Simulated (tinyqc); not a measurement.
On-chip power grid, static voltage drop by conjugate gradients: two steps of the calculation.

A grid of 3 rows and 4 columns, node k = 4 row + column. Neighbours in a row are joined by Rx, in a column by Ry; pad nodes, which reach the supply through Rp: 0, 8. Each node draws I0, node 1 draws kh I0. The drops u = Vdd - V solve G u = i, with G the conductance matrix (1/Rp added on the diagonal at pad nodes).

Inputs (values chosen for the exercise):
- Vdd = 0.8 V (supply voltage)
- Rx = 0.17 ohm (resistance of a horizontal segment)
- Ry = 1.1 ohm (resistance of a vertical segment)
- Rp = 0.1 ohm (resistance from a pad node to the supply)
- I0 = 1.8 mA (load current of an ordinary node)
- kh = 1 (factor on the load at the hot node)

Task 1. Conjugate-gradient step. q = G p; a = (r.r)/(p.q); u(new) = u + a p; r(new) = r - a q; b = (r.r)(new)/(r.r); p(new) = r(new) + b p.

u after iteration 1 (mV):
```
           col 0      col 1      col 2      col 3
row 0  1.0800000  1.0800000  1.0800000  1.0800000
row 1  1.0800000  1.0800000  1.0800000  1.0800000
row 2  1.0800000  1.0800000  1.0800000  1.0800000
```

r after iteration 1 (mA):
```
            col 0      col 1      col 2      col 3
row 0  -9.0000000  1.8000000  1.8000000  1.8000000
row 1   1.8000000  1.8000000  1.8000000  1.8000000
row 2  -9.0000000  1.8000000  1.8000000  1.8000000
```

p after iteration 1 (mA):
```
           col 0      col 1      col 2      col 3
row 0   0.000000  10.800000  10.800000  10.800000
row 1  10.800000  10.800000  10.800000  10.800000
row 2   0.000000  10.800000  10.800000  10.800000
```

Wanted: q; a; u after iteration 2; r after iteration 2; b; p after iteration 2.

Result 1.

q (mA S):
```
         col 0   col 1  col 2  col 3
row 0  -73.348  63.529  0.000  0.000
row 1   19.636   0.000  0.000  0.000
row 2  -73.348  63.529  0.000  0.000
```

a = 0.12270 ohm

u after iteration 2 (mV):
```
        col 0   col 1   col 2   col 3
row 0  1.0800  2.4052  2.4052  2.4052
row 1  2.4052  2.4052  2.4052  2.4052
row 2  1.0800  2.4052  2.4052  2.4052
```

r after iteration 2 (mA):
```
         col 0    col 1   col 2   col 3
row 0   0.0000  -5.9953  1.8000  1.8000
row 1  -0.6094   1.8000  1.8000  1.8000
row 2   0.0000  -5.9953  1.8000  1.8000
```

b = 0.48836

p after iteration 2 (mA):
```
        col 0    col 1   col 2   col 3
row 0  0.0000  -0.7209  7.0743  7.0743
row 1  4.6649   7.0743  7.0743  7.0743
row 2  0.0000  -0.7209  7.0743  7.0743
```

Task 2. Worst drop, pad currents and power lost. Pad current u/Rp; worst drop as a share of Vdd; power lost in the grid and pads sum_k i_k u_k; power delivered sum_k i_k (Vdd - u_k).

converged u (mV):
```
           col 0      col 1      col 2      col 3
row 0  1.0800000  2.3074559  3.0698428  3.4368854
row 1  3.0376381  3.3367263  3.6479525  3.8318672
row 2  1.0800000  2.3074559  3.0698428  3.4368854
```

Give: worst drop; share of Vdd; pad currents; power lost; power delivered.

Result 2.

worst drop = 3.8319 mV
share of Vdd = 0.47898 %
pad currents (mA): node 0 10.800, node 8 10.800
power lost = 0.060557 mW
power delivered = 17.219 mW

The pad currents add up to the total load, 21.60 mA. The worst drop is at node 7.

tinyqc, about 0.07 s, one thread, Intel Xeon 2.30GHz (shared host): `OMP_NUM_THREADS=1 python tinyqc.py 2770164 2770165 out.jsonl`
